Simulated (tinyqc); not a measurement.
# Worked calculation: power transistor in saturation, electro-thermal loop

Computed by the program tinyqc: `OMP_NUM_THREADS=1 python tinyqc.py 2520048 2520049 out.jsonl`, one thread of a shared Intel Xeon 2.30GHz, about 0.01 s for the whole run. Printed values are rounded.

One temperature T for the device, T = T0 + Rth P(T), with P(T) = V I0 (T/300 K)^(-al) [1 + kv (T - 300 K)/Vov]^2. The loop gain is Rth dP/dT; a solution is thermally stable when it is below one.

Inputs (values chosen for the exercise): ambient temperature T0 = 300 K; drain voltage V = 28 V; saturation current at 300 K I0 = 0.06 A; exponent of the mobility al = 1.1; overdrive at 300 K Vov = 1 V; fall of the threshold with temperature kv = 1.6 mV/K; thermal resistance Rth = 120 K/W.

## Iteration 1: temperature by Newton steps

T at the start = 300 K

P(T) = V I0 (T/300 K)^(-al) [1 + kv (T - 300 K)/Vov]^2; P'(T) = P [-al/T + 2 kv/(Vov + kv (T - 300 K))]; G = Rth P'; T(new) = T + (T0 + Rth P - T)/(1 - G).

P = 1.68 W
G = -0.09408
T after iteration 1 = 484.2644 K

## Iteration 2: temperature by Newton steps

As before.

P = 1.663308 W
G = 0.03989819
T after iteration 2 = 500.2341 K

## Course of the iteration: temperature by Newton steps

Stop when T changes by less than 1e-6 K, or after 200 iterations.

Course of the iteration:

| iteration | T (K) | \|change\| (K) |
|---|---|---|
| 1 | 484.2644 | 184 |
| 2 | 500.2341 | 16.0 |
| 3 | 500.2773 | 0.0432 |
| 4 | 500.2773 | 2.95e-7 |

Converged in 4 iterations. At the end the number of correct digits about doubles with each step.

## Loop gain and effective thermal resistance

converged T = 500.2773 K

P(T) = V I0 (T/300 K)^(-al) [1 + kv (T - 300 K)/Vov]^2; P'(T) = P [-al/T + 2 kv/(Vov + kv (T - 300 K))]; G = Rth P'. A small change of T0 changes T by 1/(1 - G) times as much.

P = 1.668978 W
G = 0.04499177
dT/dT0 = 1.047111

The feedback is positive: heating raises the power.
